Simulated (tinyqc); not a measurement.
# Ferroelectric switching by domains, Kolmogorov-Avrami-Ishibashi kinetics with Merz's law, step by step

Computed by the program tinyqc: `OMP_NUM_THREADS=1 python tinyqc.py 2860040 2860041 out.jsonl`, one thread of a shared Intel Xeon 2.30GHz, about 0.01 s for the whole run. Printed values are rounded.

A film poled to -Ps gets a pulse V of length t. Field E = V/d, characteristic time tau = t0 exp(Ea/E). The switched share is f = 1 - exp(-(t/tau)^m). P = Ps (2 f - 1).

Values chosen for this exercise: switchable polarisation Ps = 26 uC/cm^2; time prefactor t0 = 0.94 ns; activation field Ea = 4600 kV/cm; film thickness d = 15 nm; Avrami exponent m = 2; pulse voltage V = 1.6 V; pulse length tp = 42 ns.

## Field and characteristic time

E = V/d, tau = t0 exp(Ea/E).

E = 1066.67 kV/cm
tau = 70.1492 ns

## State after the pulse, peak of the switching current

f = 1 - exp(-(tp/tau)^m); the current density 2 Ps df/dt peaks at t = tau ((m - 1)/m)^(1/m) (at t = 0 for m = 1); half of the film has switched at tau (ln 2)^(1/m).

f = 0.301255
P after the pulse = -10.3347 uC/cm^2
time of the peak = 49.6030 ns
peak current density = 635.841 A/cm^2
half-switching time = 58.4031 ns
